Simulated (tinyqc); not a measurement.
# p-n diode, drift-diffusion by the Gummel loop with Scharfetter-Gummel fluxes: two studies

Abrupt junction at x = 0, p side from -Lp, n side to Ln, ohmic contacts. psi is counted from the intrinsic level; n = ni exp((psi - phin)/Vt), p = ni exp((phip - psi)/Vt). Contacts: p side psi = V - Vt ln(Na/ni), p = Na, n = ni^2/Na; n side psi = Vt ln(Nd/ni), n = Nd, p = ni^2/Nd. Constant mobilities, D = mu Vt, Boltzmann statistics, SRH recombination through a mid-gap level, U = (n p - ni^2)/(tp (n + ni) + tn (p + ni)). Current is positive from the p contact to the n contact.

Values chosen for this exercise; band and dielectric values close to those of gallium arsenide:
```
symbol    value        unit                                 meaning
T           300           K                             temperature
Eg         1.41          eV                                band gap
eps_r      12.7                               relative permittivity
Nc      4.35e17       cm^-3  conduction-band density of states at T
Nv      8.94e18       cm^-3     valence-band density of states at T
Na       3.3e17       cm^-3          acceptor density of the p side
Nd       1.9e16       cm^-3             donor density of the n side
mun        4500  cm^2/(V s)                       electron mobility
mup         300  cm^2/(V s)                           hole mobility
tn         5e-7           s               SRH lifetime of electrons
tp         8e-7           s                   SRH lifetime of holes
Lp          1.2          um                    length of the p side
Ln            1          um                    length of the n side
G             0  cm^-3 s^-1                 uniform generation rate
```

Constants: q = 1.602176634e-19 C, kB = 1.380649e-23 J/K, Vt = kB T/q, eps0 = 8.8541878128e-14 F/cm where lengths are in cm. Results are converted to the units shown.

Each table varies one quantity; the others keep the values above.

## Current against voltage in the dark

ni = sqrt(Nc Nv) exp(-Eg/(2 Vt)), Eg in volts. Poisson and both continuity equations are solved self-consistently with Scharfetter-Gummel fluxes on a graded mesh of 500 nodes. J_scr is q times the integral of U between -xp and xn. Ideal diffusion current J_id = q ni^2 [Dn coth(wp/Le)/(Le Na) + Dp coth(wn/Lh)/(Lh Nd)] (exp(V/Vt) - 1), Le = sqrt(Dn tn), Lh = sqrt(Dp tp), wp = Lp - xp, wn = Ln - xn, with xp and xn from the depletion approximation (W = sqrt(2 eps0 eps_r (Vbi - V)(1/Na + 1/Nd)/q), xp = W Nd/(Na + Nd), xn = W Na/(Na + Nd), Vbi = Vt ln(Na Nd/ni^2)). Ideality factor = 0.004 V/(Vt ln[J(V + 0.004 V)/J(V)]). Here G = 0.

In this table G = 0 cm^-3 s^-1.

Result of one run:
columns A: V (V); B: J (A/cm^2); C: ideality factor; D: J_scr/J (%); E: J_id (A/cm^2); F: share recombining at the contacts (%); G: larger minority/doping at -xp and xn
```
A          B     C     D        E     F        G
0.8  2.82e-4  1.01  1.86  2.79e-4  98.1  9.10e-7
```

What becomes of these results when the bias of the p contact V is changed from 0.8 to 0.47 V, all else the same?

Result of the changed run:
columns A: V (V); B: J (A/cm^2); C: ideality factor; D: J_scr/J (%); E: J_id (A/cm^2); F: share recombining at the contacts (%); G: larger minority/doping at -xp and xn
```
A           B     C     D         E     F         G
0.47  6.97e-9  1.73  88.1  8.35e-10  11.9  2.72e-12
```

The whole series:
columns A: V (V); B: J (A/cm^2); C: ideality factor; D: J_scr/J (%); E: J_id (A/cm^2); F: share recombining at the contacts (%); G: larger minority/doping at -xp and xn
```
A            B     C        D         E      F         G
0.25  7.50e-11  1.93     99.8  1.73e-13  0.229  5.55e-16
0.36  6.87e-10  1.90     98.3  1.20e-11   1.74  3.89e-14
0.47   6.97e-9  1.73     88.1  8.35e-10   11.9  2.72e-12
0.58   1.14e-7  1.30     49.6   5.80e-8   50.4  1.89e-10
0.69   4.53e-6  1.06     11.8   4.03e-6   88.2   1.32e-8
0.8    2.82e-4  1.01     1.86   2.79e-4   98.1   9.10e-7
0.91    0.0192  1.01    0.289    0.0193   99.7   6.21e-5
1.02      1.31  1.01   0.0505      1.33   99.9   0.00409
1.13      83.5  1.08  0.00887      91.6    100     0.198
```

J rises from 7.50e-11 to 83.5 A/cm^2; the ideality factor goes from 1.93 through a minimum of 1.01 (at V = 0.91 V among the rows listed) to 1.08. Recombination in the depleted layer carries over half of the current up to V = 0.47 V, where the factor is 1.73; it grows roughly as exp(V/2 Vt), so diffusion overtakes it. Where the factor is lowest (V = 0.91 V), J is 0.72 % below the ideal diffusion current. From V = 1.13 V on the minority density at an edge of the layer exceeds a tenth of the doping, and in the last row J is 8.8 % below the ideal value.

## Effect of the SRH lifetime of electrons at fixed bias

Same model as above.

In this table V = 0.8 V.

Result of one run:
columns A: tn (s); B: J (A/cm^2); C: ideality factor; D: J_scr/J (%); E: J_id (A/cm^2); F: share recombining at the contacts (%); G: larger minority/doping at -xp and xn
```
A           B     C     D        E     F        G
1e-6  2.80e-4  1.01  1.36  2.79e-4  98.6  9.10e-7
```

What becomes of these results when the SRH lifetime of electrons tn is changed from 1e-6 to 1e-7 s, all else the same?

Result of the changed run:
columns A: tn (s); B: J (A/cm^2); C: ideality factor; D: J_scr/J (%); E: J_id (A/cm^2); F: share recombining at the contacts (%); G: larger minority/doping at -xp and xn
```
A           B     C     D        E     F        G
1e-7  2.88e-4  1.02  3.82  2.79e-4  96.1  9.10e-7
```

The whole series:
columns A: tn (s); B: J (A/cm^2); C: ideality factor; D: J_scr/J (%); E: J_id (A/cm^2); F: share recombining at the contacts (%); G: larger minority/doping at -xp and xn
```
A            B     C      D        E     F        G
1e-11  0.00137  1.41   60.6  5.39e-4  14.2  9.10e-7
1e-10  5.96e-4  1.29   46.9  3.18e-4  43.3  9.10e-7
1e-9   3.75e-4  1.14   25.2  2.83e-4  73.1  9.10e-7
1e-8   3.09e-4  1.05   10.4  2.79e-4  89.4  9.10e-7
1e-7   2.88e-4  1.02   3.82  2.79e-4  96.1  9.10e-7
1e-6   2.80e-4  1.01   1.36  2.79e-4  98.6  9.10e-7
1e-5   2.78e-4  1.01  0.491  2.79e-4  99.5  9.10e-7
```

As tn rises from 1e-11 to 1e-5, J falls from 0.00137 to 2.78e-4 A/cm^2, the share of the depleted layer falls from 60.6 to 0.491 % and the share lost at the contacts rises from 14.2 to 99.5 %. The exponent d ln J/d ln tn is -0.36 between the first two rows and 0.00 between the last two. J less J_scr is 0.86 % below J_id in the last row.

Computed by the program tinyqc: `OMP_NUM_THREADS=1 python tinyqc.py 2240014 2240015 out.jsonl`, one thread of a shared Intel Xeon 2.30GHz, about 0.1 s for the whole run.
